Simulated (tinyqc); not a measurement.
Inside a calculation. Model: nudged elastic band on a two-dimensional model surface. Computed by tinyqc, a small Python program that keeps every step. Command: `OMP_NUM_THREADS=1 python tinyqc.py 3018167 3018168 out.jsonl neb walk`. One thread of a shared host (Intel(R) Xeon(R) Processor @ 2.30GHz), about 0.2 s of CPU time with the checks. Intermediate numbers are printed to about 5 digits and carried at full precision; extremes and crossings named in words are read from the listed rows.

V(x, y) = h u^2 + t x + (kappa/2)(y + c u)^2 with u = x^2/w^2 - 1; the path runs from the minimum near (-w, 0) to that near (w, 0).

Inputs (values chosen for the exercise, for a model surface): height h = 0.44 eV; half width w = 0.93 angstrom; transverse stiffness kappa = 5 eV/angstrom^2; curvature c = 0.52 angstrom; tilt t = -0.13 eV/angstrom; movable images n = 6; spring constant k_s = 4 eV/angstrom^2; step factor eta = 0.054 angstrom^2/eV; iteration cap = 600.

Surface: curved double well. Climbing image: on.

## Stationary points

Newton steps x(new) = x - H^-1 grad V (moves limited to 0.3 angstrom) from (-w, 0), (w, 0) and (0, c) give the two minima and the saddle.

positions (angstrom), rows start, end, saddle, columns x, y:
$$\begin{pmatrix}
-0.89624 & 0.03707 \\
0.96043 & -0.03459 \\
-0.06419 & 0.51752
\end{pmatrix}$$

energies (eV): start 0.11875, end -0.12291, saddle 0.44416

barrier from the start = 0.32542 eV

## Straight-line start

Images are spaced evenly on the line between the minima.

images at the start (angstrom), rows image 1, image 2, image 3, image 4, image 5, image 6, columns x, y:
$$\begin{pmatrix}
-0.63100 & 0.02683 \\
-0.36576 & 0.01659 \\
-0.10052 & 0.00636 \\
0.16471 & -0.00388 \\
0.42995 & -0.01412 \\
0.69519 & -0.02435
\end{pmatrix}$$

energies above the start (eV): [0.25243, 0.69048, 0.96816, 0.91673, 0.54464, 0.03755]

The highest image lies +0.6427 eV from the true barrier.

## Iteration 1

Tangent at image i: towards the higher neighbour if the energies rise or fall through i; at a maximum or minimum, tau = t+ dmax + t- dmin if V(i+1) > V(i-1), else t+ dmin + t- dmax, with t+ = R(i+1) - R(i), t- = R(i) - R(i-1) and dmax, dmin the larger and smaller of |V(i+1) - V(i)| and |V(i-1) - V(i)|; then normalise. Force F = -grad V + (grad V.tau) tau + k_s (|t+| - |t-|) tau. With a climbing image, the highest image feels instead F = -grad V + 2 (grad V.tau) tau and no spring. Update R(new) = R + eta F; the end points stay fixed.

unit tangents, rows image 1, image 2, image 3, image 4, image 5, image 6, columns x, y:
$$\begin{pmatrix}
0.99926 & -0.03856 \\
0.99926 & -0.03856 \\
0.99926 & -0.03856 \\
0.99926 & -0.03856 \\
0.99926 & -0.03856 \\
0.99926 & -0.03856
\end{pmatrix}$$

forces (eV/angstrom), rows image 1, image 2, image 3, image 4, image 5, image 6, columns x, y:
$$\begin{pmatrix}
0.0466 & 1.2082 \\
0.0794 & 2.0566 \\
0.5734 & 2.5011 \\
0.0992 & 2.5710 \\
0.0843 & 2.1854 \\
0.0516 & 1.3370
\end{pmatrix}$$

images after iteration 1 (angstrom), rows image 1, image 2, image 3, image 4, image 5, image 6, columns x, y:
$$\begin{pmatrix}
-0.62848 & 0.09207 \\
-0.36148 & 0.12765 \\
-0.06956 & 0.14142 \\
0.17007 & 0.13495 \\
0.43451 & 0.10389 \\
0.69798 & 0.04784
\end{pmatrix}$$

## Iteration 2

The formulas are those given above.

unit tangents, rows image 1, image 2, image 3, image 4, image 5, image 6, columns x, y:
$$\begin{pmatrix}
0.99124 & 0.13208 \\
0.99889 & 0.04710 \\
0.99999 & -0.00372 \\
0.99964 & -0.02696 \\
0.99317 & -0.11665 \\
0.97811 & -0.20808
\end{pmatrix}$$

forces (eV/angstrom), rows image 1, image 2, image 3, image 4, image 5, image 6, columns x, y:
$$\begin{pmatrix}
-0.1629 & 1.1017 \\
0.0150 & 1.6251 \\
0.1818 & 1.8771 \\
0.1562 & 1.8567 \\
0.2096 & 1.6777 \\
0.2699 & 1.1585
\end{pmatrix}$$

images after iteration 2 (angstrom), rows image 1, image 2, image 3, image 4, image 5, image 6, columns x, y:
$$\begin{pmatrix}
-0.63728 & 0.15156 \\
-0.36067 & 0.21541 \\
-0.05974 & 0.24278 \\
0.17851 & 0.23522 \\
0.44583 & 0.19449 \\
0.71255 & 0.11040
\end{pmatrix}$$

## All iterations

Start on the straight line; stop when the largest force is below 1e-4 or above 1e6 eV/angstrom.

Course of the band:
```
iteration  highest image (eV)  largest force (eV/angstrom)
1                     0.96816                   2.5729e+00
2                     0.67822                   1.8859e+00
3                     0.51456                   1.3783e+00
4                     0.42623                   1.0058e+00
5                     0.37904                   7.3358e-01
6                     0.35393                   5.3490e-01
7                     0.34057                   3.8999e-01
8                     0.33347                   2.8432e-01
9                     0.32969                   2.0727e-01
...                       ...                          ...
50                    0.32542                   2.4951e-04
51                    0.32542                   2.2020e-04
52                    0.32542                   1.9436e-04
53                    0.32542                   1.7158e-04
54                    0.32542                   1.5148e-04
55                    0.32542                   1.3375e-04
56                    0.32542                   1.1812e-04
57                    0.32542                   1.0432e-04
58                    0.32542                   9.2152e-05
```

Band at the end:
```
image  x (angstrom)  y (angstrom)    E (eV)
0          -0.89624       0.03707   0.00000
1          -0.67651       0.28519   0.07082
2          -0.38853       0.44927   0.23258
3          -0.06420       0.51752   0.32542
4           0.24160       0.49383   0.23266
5           0.53255       0.39670   0.01635
6           0.77684       0.21118  -0.17225
7           0.96043      -0.03459  -0.24166
```

energy of the highest image = 0.32542 eV

iterations = 58

largest force at the end = 9.2152e-05 eV/angstrom

Converged in 58 iterations. The climbing image sits on the saddle, so its energy is the barrier.

## Plain band against climbing image

Images are counted without the end points, and convergence is judged on the largest force on an image. Each run starts on the straight line with the same k_s and eta, for at most 1500 iterations; errors are against the Newton saddle; a dash marks a run that did not reach 1e-4 eV/angstrom.

Error of the highest image (meV) and iterations:
```
images  plain, error  plain, iterations  climbing, error  climbing, iterations
2            -59.328                 34                0                    69
3            -13.645                 50                0                    64
4            -11.183                 64                0                    63
5            -13.658                 86                0                    66
6             -1.856                104                0                    58
8             -0.059                149                0                    61
10            -0.224                195                0                    81
```

The plain band underestimates the barrier by 0.06 to 59.33 meV, depending on how near an image falls to the saddle (worst for 2 images, best for 8). The climbing image is within about 0.001 meV in every converged run, so few images suffice for the barrier.

Checks made by the program: climbing image against the Newton saddle (relative difference 2e-10).
